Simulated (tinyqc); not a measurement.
# Trap spacing and activation energy from three currents

Question. In its exponential range, without heating, an amorphous layer of thickness ua passes I = (I0/2) exp[-(Ea - q V dz/(2 ua))/kB T]. Find dz, Ea and I0.

Inputs (values chosen for the exercise): amorphous thickness ua = 31 nm.

Constants: q = 1.602176634e-19 C, kB = 1.380649e-23 J/K. Results are converted to the units shown.

I at (0.38 V, 300 K), (0.56 V, 300 K) and (0.56 V, 340 K) (nA): [2855.4215, 6629.1917, 19076.189]

Solution. The two voltages give dz/ua, the two temperatures the lowered barrier.

dz = 7.500 nm
Ea = 0.3000 eV
I0 = 105.7 mA

tinyqc, about 0.01 s, one thread, Intel Xeon 2.30GHz (shared host): `OMP_NUM_THREADS=1 python tinyqc.py 2490049 2490050 out.jsonl`
